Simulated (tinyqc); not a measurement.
# MOSFET in the linear regime without short-channel effects, parameter extraction from computed curves: extraction methods against the body factor

Inversion charge Q = Cox n Vt W0(exp((Vg - VT)/(n Vt))), W0 the Lambert function and n = nf; u = Q/Cox; mobility mu = mu0/(1 + th1 u + th2 u^2); channel resistance Rch = (L - dL)/(W mu Q); Id = Vd/(Rch + Rsd/W). Cox = eps0 eox/tox. Small Vd, no channel-length or drain effects.

From the continuous curve Id(Vg): tangent at peak gm (V_ext = Vg - Id/gm); constant current Id = 0.1 uA W/L; peak of d2Id/dVg2; Y = Id/sqrt(gm) drawn through Vg = VT + 0.6 and VT + 0.8 V, with intercept VT_Y and slope s. Mobilities gm,max L/(W Cox Vd) and s^2 L/(W Cox Vd) with the drawn L. Last column: share of Rsd/W in the total resistance at VT + 0.8 V.

Values chosen for this exercise; channel values of the order met in silicon transistors:
- T = 400 K (temperature)
- eox = 24.9 (relative permittivity of the gate insulator (close to zirconium oxide))
- tox = 4.8 nm (insulator thickness)
- mu0 = 130 cm^2/(V s) (low-field mobility)
- th1 = 0.4 1/V (first mobility attenuation factor)
- th2 = 0 1/V^2 (second mobility attenuation factor)
- VT = 0.2 V (threshold voltage)
- W = 10 um (gate width)
- L = 1.5 um (drawn gate length)
- dL = 0.014 um (drawn less effective length)
- Rsd = 98 ohm um (source plus drain resistance)
- Vd = 0.025 V (drain voltage)

Constants: q = 1.602176634e-19 C, kB = 1.380649e-23 J/K, Vt = kB T/q, eps0 = 8.8541878128e-14 F/cm where lengths are in cm. Results are converted to the units shown.

Extraction methods against the body factor:
```
nf,V_ext (V),constant current (V),second derivative (V),VT_Y (V),mobility from gm (cm^2/(V s)),mobility from Y (cm^2/(V s)),series share (%)
1,0.206,0.150,0.190,0.246,94.6,117,2.10
1.1,0.204,0.141,0.189,0.246,93.2,116,2.08
1.2,0.203,0.131,0.188,0.246,91.9,115,2.07
1.3,0.201,0.121,0.186,0.246,90.7,113,2.06
1.4,0.199,0.111,0.184,0.246,89.5,112,2.04
1.5,0.197,0.101,0.183,0.245,88.4,111,2.03
1.6,0.195,0.0900,0.181,0.244,87.3,109,2.02
1.7,0.193,0.0792,0.179,0.242,86.3,108,2.01
```

What does the table show?

The model has VT = 0.2 V and mu0 = 130 cm^2/(V s). Over the table the extracted thresholds move by 13 mV (tangent), 71 mV (constant current), 10 mV (second derivative), 3.9 mV (Y function). The mobility from gm falls from 94.6 to 86.3 and that from Y falls from 117 to 108 cm^2/(V s).

Numbers from tinyqc (`OMP_NUM_THREADS=1 python tinyqc.py 2210080 2210081 out.jsonl`; about 0.01 s on one thread of a shared Intel Xeon 2.30GHz).
